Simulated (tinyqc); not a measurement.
Solid solubility of a dopant against its melt (retrograde solidus), clustering and the electrically active fraction: one step, computed by the program tinyqc. Command: `OMP_NUM_THREADS=1 python tinyqc.py 3015621 3015622 out.jsonl retro walk`. One thread of a shared host (Intel(R) Xeon(R) Processor @ 2.30GHz), about 0.01 s of CPU time with the checks.

Problem. Active fraction after the anneal. A highly soluble donor (another dopant than that of the solidus) is limited by clustering. Donors N_a are active, and clusters hold m atoms each: N_t = N_a + m C, m C = N* (N_a/N*)^m (n/N*)^m, each atom taking one electron, n = N_a/2 + sqrt(N_a^2/4 + n_i^2), n_i = prefactor x T^1.5 exp(-E_i/(k_B T)), with N*(T) = N*(1273 K) exp[-(E_b/k_B)(1/T - 1/1273)]. Resistivity = 1/(e mu N_a).

Inputs (values chosen for the exercise, for a model dopant):
```
quantity,value,unit
total dopant density N_t,1.5e+21,1/cm^3
atoms per cluster m,4,-
cluster scale N* at 1273 K,4.1e+20,1/cm^3
activation energy E_b of the cluster scale,0.32,eV
anneal temperature T_a,1375,K
prefactor of n_i,4e+16,1/(cm^3 K^1.5)
energy E_i in n_i,0.608,eV
mobility mu,65,cm^2/(V s)
```

Clustering: clusters that take up free electrons.

Constants: k_B = 8.617333262e-05 eV/K; e = 1.602176634e-19 C.

Give: N*(T_a); active density N_a; active fraction; resistivity.

Solution.

N*(T_a) = 5.091e+20 1/cm^3

active density N_a = 5.502e+20 1/cm^3

active fraction = 0.3668

resistivity = 0.1745 milliohm cm

Doubling the dose would raise N_a by only 12 %. Caution: this clustering law is a generic form; degeneracy and a doping-dependent mobility are left out.
